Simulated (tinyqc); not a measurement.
Matthiessen's rule against the full average: mobility of a non-polar semiconductor in the relaxation-time approximation. Computed by tinyqc, a small Python program. Command: `OMP_NUM_THREADS=1 python tinyqc.py 3025512 3025513 out.jsonl rta walk`. One thread of a shared host (Intel(R) Xeon(R) Processor @ 2.30GHz), about 0.01 s of CPU time with the checks.

Each valley is treated as a sphere of mass m_d for states and rates, with one isotropic relaxation time; the conductivity mass m_c sets the current.

Inputs (values chosen for the exercise, modelled on holes in germanium):
```
quantity                                            value       unit
longitudinal mass m_l                               0.302        m_0
transverse mass m_t                                 0.302        m_0
equivalent valleys Z                                    1          -
static permittivity eps_s                              16          -
density rho                                          5323     kg/m^3
sound velocity v_l                                   5460        m/s
acoustic deformation potential D_A                    5.1         eV
phonon energy hbar w                                 37.6        meV
optical or intervalley deformation potential D_o      8.8  1e8 eV/cm
final valleys Z_f                                       1          -
carrier density n                                 2.1e+14     1/cm^3
compensation ratio C                                    0          -
temperature T                                         400          K
```

Band: parabolic. Impurity formula: Brooks-Herring. Further scattering: none.

Constants: k_B = 8.617333262e-05 eV/K; m_0 = 9.1093837015e-31 kg; e = 1.602176634e-19 C; hbar = 1.054571817e-34 J s; eps_0 = 8.8541878128e-12 F/m; k_B = 1.380649e-23 J/K; hbar = 6.582119569e-16 eV s.

Method:
- m_d = (m_l m_t^2)^(1/3); 1/m_c = (1/m_l + 2/m_t)/3; Hall mass factor A = 3 K_m (K_m + 2)/(2 K_m + 1)^2, K_m = m_l/m_t; N_I = n (1 + C)/(1 - C).
- Parabolic band: E = hbar^2 k^2/(2 m), speed v = hbar k/m, states per spin, volume and energy g(E) = m k/(2 pi^2 hbar^2). Here m = m_d. Masses are multiplied by m_0 and all formulas are in SI units.
- The reduced Fermi level eta = E_F/(k_B T) solves n = 2 Z int g f dE with f = 1/(1 + exp(x - eta)) (Z = 1 unless valleys are given); screening length L_s = sqrt(eps_s eps_0 k_B T/(e^2 dn/deta)), dn/deta = 2 Z int g f (1 - f) dE.
- Integrals over x = E/(k_B T) use 160 Gauss-Legendre points in u = sqrt(x) from 0 to sqrt(max(eta, 0) + 32).
- Phonon occupation N_q = 1/(exp(hbar w/(k_B T)) - 1).
- Acoustic deformation potential (elastic, equipartition, absorption and emission together): 1/tau = 2 pi k_B T D_A^2 g(E)/(hbar rho v_l^2).
- Optical or intervalley deformation potential: 1/tau = (pi Z_f D_o^2/(rho w)) [N_q g(E + hbar w) + (N_q + 1) g(E - hbar w)], with g = 0 below the band edge.
- Each optical term is multiplied by (1 - f(E'))/(1 - f(E)), E' the final energy, for Pauli blocking.
- Singly charged impurities, momentum relaxation: 1/tau = N_I e^4 m (1 + 2 alpha E) Phi/(8 pi (eps_s eps_0)^2 hbar^3 k^3), with alpha = 0 for a parabolic band.
- Brooks-Herring: Phi = ln(1 + b) - b/(1 + b), b = 4 k^2 L_s^2.
- mu = (m_d/m_c) (2 Z e/(3 n k_B T)) int g v^2 tau f (1 - f) dE.
- Averages over x are split at the emission threshold x_0 = hbar w/(k_B T): 64 Gauss-Legendre points in sqrt(x) below it and 128 in sqrt(x - x_0) above it, up to x = max(eta, 0) + 32.
- Rates are added at each energy before the average. With <y> = int g v^2 y f (1 - f) dE: Hall factor r_H = A (3 n k_B T/(2 Z m_d)) <tau^2/(1 + 2 alpha E)>/<tau>^2 (alpha = 0 for a parabolic band); Hall mobility r_H mu; |S| = (k_B/e) (<x tau>/<tau> - eta); resistivity 1/(n e mu).
- Matthiessen's rule adds 1/mu of the separate processes.

acoustic mobility = 4831.00 cm^2/(V s)

optical mobility = 2576.98 cm^2/(V s)

ionised impurity mobility = 4.77931e+06 cm^2/(V s)

drift mobility mu = 1627.66 cm^2/(V s)

Separate mobilities:
```
process           mu (cm^2/(V s))  share of the sum of 1/mu (%)
acoustic               4.8310e+03                    3.4774e+01
optical                2.5770e+03                    6.5191e+01
ionised impurity       4.7793e+06                    3.5150e-02
```

mobility by Matthiessen's rule = 1679.9 cm^2/(V s)

excess of Matthiessen's rule over the full mu = 3.2125 %

What follows from these numbers?

The rule gives 1680 against the full 1628, 3.2 % too high; it can only overestimate, since each separate average is carried by the energies where that process is weak. The largest shares are optical (65 %) and acoustic (35 %).

Extremes, crossings and ranges named in words are read from the listed rows.
